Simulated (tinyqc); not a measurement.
Gaps across the alloy: virtual-crystal alloy in the empirical-pseudopotential method.

Empirical pseudopotential on the fcc lattice, atoms at +/- tau, tau = a (1,1,1)/8, no spin-orbit coupling. H(G,G') = c (2 pi/a)^2 |k + G|^2 delta + VS(q) cos(q.tau) + i VA(q) sin(q.tau), q = G - G', c = hbar^2/2m0; k and G in units of 2 pi/a; VS at |q|^2 = 3, 8, 11 and VA at 3, 4, 11, in rydberg, zero elsewhere. At each k the basis holds all G with |k + G|^2 up to 16; energies are counted from the fourth level at Gamma.

Virtual crystal A(1-x)B(x): a = (1 - x) a_A + x a_B. Rule linear: V = (1 - x) V_A + x V_B. Rule volume: V = [(1 - x) a_A^3 V_A + x a_B^3 V_B]/a^3, since a form factor is an atomic potential divided by the cell volume.

Constants: hbar^2/2m0 = 3.80998211 eV angstrom^2; Ry = 13.60569312 eV.

Parameters, chosen for this exercise (classic local form factors of the size used for Si (A) and Ge (B), which place X and L only to a few tenths of an eV; shifted at random, so the results belong to these values and not to a real crystal): a = (5.429, 5.661) angstrom (lattice constants of A, B); VSA = (-0.205, 0.039, 0.08) Ry (symmetric form factors of A); VAA = (0, 0, 0) Ry (antisymmetric form factors of A); VSB = (-0.224, 0.01, 0.061) Ry (symmetric form factors of B); VAB = (0, 0, 0) Ry (antisymmetric form factors of B); rule = linear (mixing rule).

Gaps from the valence top to the fifth band at Gamma, at L = (1/2,1/2,1/2) and at the lowest of k = (f,0,0), f = 0.70, 0.75, ..., 1.00. Bowing C = 4 [(E(0) + E(1))/2 - E(1/2)].

Gaps (eV):
```
x      Gamma  Delta/X  f of the minimum      L   lowest
0.000  3.286    0.636              0.85  1.755  Delta/X
0.167  3.307    0.682              0.85  1.626  Delta/X
0.333  3.098    0.726              0.85  1.492  Delta/X
0.500  2.675    0.768              0.85  1.354  Delta/X
0.667  2.243    0.809              0.85  1.211  Delta/X
0.833  1.802    0.847              0.85  1.064  Delta/X
1.000  1.354    0.883              0.85  0.913  Delta/X
```

bowing (eV): Gamma -1.419, Delta/X -0.035, L -0.079

The lowest valley is Delta/X throughout. From A to B the Gamma gap moves by -1.93 eV, L by -0.84 eV and Delta/X by +0.25 eV; a move of Delta/X below about 0.4 eV is within the error of such form factors, sign included. The virtual crystal holds no disorder and no bond relaxation, so its bowing comes from the non-linear dependence on the mean potential and volume alone, and it may differ from measured bowing, which is positive in these alloys, in size and even in sign; crossings move with it; where the character of the fifth band at Gamma changes along x, its value mixes two levels. Real Ge has its lowest valley at L; this set misplaces it.

Computed by tinyqc, a small Python program: `OMP_NUM_THREADS=1 python tinyqc.py 1051421 1051422 out.jsonl` (the numbers bound the seed that draws the inputs); one thread of a shared host (Intel(R) Xeon(R) Processor @ 2.30GHz), about 0.2 s for the whole set of steps.
